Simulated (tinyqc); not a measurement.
Chemical vapour deposition: Grove model, boundary layer, depletion and step coverage: one step, computed by the program tinyqc. Command: `OMP_NUM_THREADS=1 python tinyqc.py 3030353 3030354 out.jsonl cvd walk`. One thread of a shared host (Intel(R) Xeon(R) Processor @ 2.30GHz), about 0.01 s of CPU time with the checks.

A precursor diffuses to the surface and reacts there at first order; each molecule that reacts adds one formula unit of film.

Task: Step coverage in a trench. In a long trench of width w and depth l = aspect ratio x w: Knudsen diffusivity D_K = (2w) c/3 (hydraulic diameter 2w), combined as 1/D_e = 1/D_K + 1/D; D_e d2C/dz2 = 2 k_s C/w with D_e dC/dz = -k_s C at the floor. With m = sqrt(2 k_s/(w D_e)): C(floor)/C(top) = 1/[cosh(m l) + (k_s/(D_e m)) sinh(m l)].

Inputs (values chosen for the exercise, close to those used for silicon dioxide from an alkoxysilane): temperature T = 760 C; trench width w = 0.36 um; aspect ratio of the trench = 9.

Reactor: horizontal, atmospheric.

mean speed c = 32429.27 cm/s

gas diffusivity D = 2.872380 cm^2/s

surface rate constant k_s = 10.98330 cm/s

Give: Knudsen diffusivity D_K; effective diffusivity D_e; modulus m l; step coverage.

Result:

Knudsen diffusivity D_K = 0.7783 cm^2/s

effective diffusivity D_e = 0.6124 cm^2/s

modulus m l = 0.3234

step coverage = 0.9446

Gas collisions matter in the trench as well as wall collisions. Caution: the hydraulic-diameter form of D_K is rough for a slit.
